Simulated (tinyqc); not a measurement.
Free and nearly free electrons in a metal, step by step. Values are carried at full precision from step to step, so a last printed digit may differ when a step is redone from the rounded ones.

The cubic cell holds 2 atoms: n = 2 z/a^3, kF = (3 pi^2 n)^(1/3), EF = c kF^2/m, vF = 2 c kF/(m hbar), c = hbar^2/2m0; rs = (3/(4 pi n))^(1/3)/a0; D(EF) = 3 n/(2 EF).

Constants: hbar^2/2m0 = 3.80998211 eV angstrom^2; hbar = 6.58211957e-16 eV s; a0 (Bohr radius) = 0.5291772105 angstrom; kB = 8.617333262e-05 eV/K.

Values chosen for the exercise (near those of Li; the results hold for these values, not for the real material):

| symbol | value | unit | meaning |
|---|---|---|---|
| a | 3.476 | angstrom | bcc lattice constant |
| z | 1 |  | free electrons an atom |
| m | 1 | m0 | mass |
| rho | 9.56 | micro-ohm cm | bulk resistivity |
| T | 320 | K |  |
| V | 1.85 | eV | \|V_G\| for G = (110) |
| x | 0.86 |  | k along G as a share of \|G\|/2 |

## The Fermi sphere

Evaluate the free-electron quantities.

n = 0.04762 1/angstrom^3
kF = 1.1213 1/angstrom
EF = 4.791 eV
vF = 1.298e+06 m/s
rs = 3.234
D(EF) per atom = 0.3131 1/eV

## Relaxation time and mean free path

Drude: 1/rho = n e^2 tau/(m m0) with e = 1.602176634e-19 C and m0 = 9.1093837e-31 kg; mean free path l = vF tau; rho l = hbar kF/(n e^2) = 12 pi^3 hbar/(e^2 S) with S = 4 pi kF^2 does not depend on tau or m.

Use SI units: n in 1/m^3 (1e30 per 1/angstrom^3), rho in ohm m (1e-8 per micro-ohm cm).

tau = 7.80 fs
l = 10.12 nm
rho l = 9.674 1e-16 ohm m^2

Wires lose conductivity to surfaces and grain boundaries, with an excess that scales as rho l over the width and is of the order of rho itself at a width of l = 10 nm.

## Thermal quantities

gamma = (pi^2/3) kB^2 D(EF) per atom, times 96485.33 x 1e3 for mJ/(mol K^2); mu(T) = EF (1 - (pi kB T/EF)^2/12); Wiedemann-Franz kappa = L0 T/rho with L0 = (pi^2/3) (kB/e)^2, kB/e in V/K.

gamma = 0.738 mJ/(mol K^2)
mu - EF = -0.1305 meV
kappa = 82 W/(m K)

## The sphere against the zone faces

Take G = (hkl) 2 pi/a for (110), (200) and (211), with the number of equivalent faces. The Bragg plane of G lies at |G|/2 with |G| = (2 pi/a) sqrt(h^2 + k^2 + l^2). Where kF exceeds it, the sphere cuts the plane in a circle of radius sqrt(kF^2 - G^2/4).

Distance and circle for each G:

| G | faces | \|G\|/2 (1/angstrom) | kF/(\|G\|/2) | circle radius |
|---|---|---|---|---|
| (110) | 12 | 1.2782 | 0.8773 | - |
| (200) | 6 | 1.8076 | 0.6204 | - |
| (211) | 24 | 2.2138 | 0.5065 | - |

The sphere stays inside the first zone; it reaches 0.877 of the way to the nearest faces.

## Two plane waves near the face

Two plane waves k and k - G, G = (110) (2 pi/a): H = [[c k^2/m, V], [V, c (k - G)^2/m]] with c = hbar^2/2m0.

Build H for k along G, diagonalise, and give the weight of the first wave in the lower state and its velocity along G relative to a free electron, (w k + (1 - w)(k - G))/k.

H (eV):
```
        1       2
1  4.6035  1.8500
2  1.8500  8.0891
```

levels (eV): 3.8047  8.8880

w = 0.8429
v/v_free = 0.6345

The splitting is 5.083 eV here and 2V = 3.7 eV on the face, where the normal velocity vanishes. There the lower band lies at 4.374 eV, below the free EF of 4.791 eV, so by this test the Fermi surface touches the face (V is large against EF, which it lowers, so the test is rough).

## Checks

- Lower level against the closed form of the 2 x 2 problem (eV): both 3.8047.
- The product rho l against hbar kF/(n e^2) (1e-16 ohm m^2): both 9.674.

Computed by tinyqc, a small Python program: `OMP_NUM_THREADS=1 python tinyqc.py 1680246 1680247 out.jsonl` (the numbers bound the seed that draws the inputs); one thread of a shared host (Intel(R) Xeon(R) Processor @ 2.30GHz), about 0.01 s for the whole set of steps.
